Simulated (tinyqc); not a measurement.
One gate, two gates and a surrounding gate.

Below threshold the potential that source and drain add obeys Laplace's equation, vanishes on the gates and decays along the channel as exp(-k y). The same ts (depleted depth over a conducting body, body thickness or wire diameter), ti and permittivities in three geometries; k is the smallest positive root of: one gate, f(k) = eps_r sin(k ti) cos(k ts) + ei cos(k ti) sin(k ts); two gates, f(k) = ei cos(k ti) cos(k ts/2) - eps_r sin(k ti) sin(k ts/2); wire, f(k) = ei J0(u)[J1(u) Y0(v) - Y1(u) J0(v)] - eps_r J1(u)[J0(u) Y0(v) - Y0(u) J0(v)], u = k ts/2, v = u + k ti. Parabolic estimates of l: sqrt((eps_r/ei) ts ti); sqrt((eps_r/(2 ei)) ts ti (1 + ei ts/(4 eps_r ti))); sqrt([2 eps_r ts^2 ln(1 + 2 ti/ts) + ei ts^2]/(16 ei)), in the same order.

Inputs (values chosen for the exercise); permittivities: semiconductor close to that of silicon, insulator close to that of zirconium oxide:
- eps_r = 11.6 (relative permittivity of the semiconductor)
- ei = 25.9 (relative permittivity of the insulator)
- ti = 6.9 nm (insulator thickness)
- ts = 9.7 nm (body thickness)

Scale lengths (nm):
```
                                 Lambda = pi/k  l = 1/k  l(parabolic)
one gate over a conducting body          15.58    4.960         5.475
two gates                                19.04    6.061         5.172
wire                                     13.43    4.274         3.247
```

The wire has the shortest scale length, 0.705 times that of the double gate; the single gate over a conducting body has 0.818 times it, its layer ending directly on a conductor where the double gate has a second insulator. The parabolic estimates are 10 % above, 15 % below and 24 % below the exact l, in the order of the rows.

Computed by the program tinyqc: `OMP_NUM_THREADS=1 python tinyqc.py 2420003 2420004 out.jsonl`, one thread of a shared Intel Xeon 2.30GHz, about 0.01 s for the whole run.
